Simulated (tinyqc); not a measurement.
What each parameter does: temperature and isotope dependence of a band gap in oscillator models.

E(T) = E0 - sum_i sl_i th_i n_i(T), n = 1/(exp(th/T) - 1). The same coupling lowers the gap at 0 K by the zero-point term ZP = sum_i sl_i th_i/2, so the gap of the static lattice is E0 + ZP. Thermal expansion is taken as part of the slopes.

Values chosen for the exercise (near those of Si; the results hold for these values, not for the real material): E0 = 1.164 eV (gap at 0 K); th = (176, 490) K (temperatures of two oscillators); sl = (0.1106, 0.2244) meV/K (their high-temperature slopes); T = 500 K (temperature).

Gap at T, slope -sum sl_i (th_i/T)^2 n_i (1 + n_i) and ZP.

Results for these values:

| case | E(T) (eV) | dE/dT (meV/K) | ZP (meV) |
|---|---|---|---|
| base | 1.0518 | -0.3167 | 64.71 |

What happens to each result for T = 540 K, all else kept?

Answer: E(T) falls from 1.0518 to 1.0391; dE/dT falls from -0.3167 to -0.3192; ZP does not change at the printed digits.

The same for each parameter in turn:

| case | E(T) (eV) | dE/dT (meV/K) | ZP (meV) |
|---|---|---|---|
| base | 1.0518 | -0.3167 | 64.71 |
| T = 540 K | 1.0391 | -0.3192 | 64.71 |
| E0 = 1.174 eV | 1.0618 | -0.3167 | 64.71 |
| th = (176, 588) K | 1.0590 | -0.3097 | 75.71 |
| sl = (0.1438, 0.2244) meV/K | 1.0380 | -0.3496 | 67.63 |

Computed by tinyqc, a small Python program: `OMP_NUM_THREADS=1 python tinyqc.py 1881189 1881190 out.jsonl` (the numbers bound the seed that draws the inputs); one thread of a shared host (Intel(R) Xeon(R) Processor @ 2.30GHz), about 0.01 s for the whole set of steps.
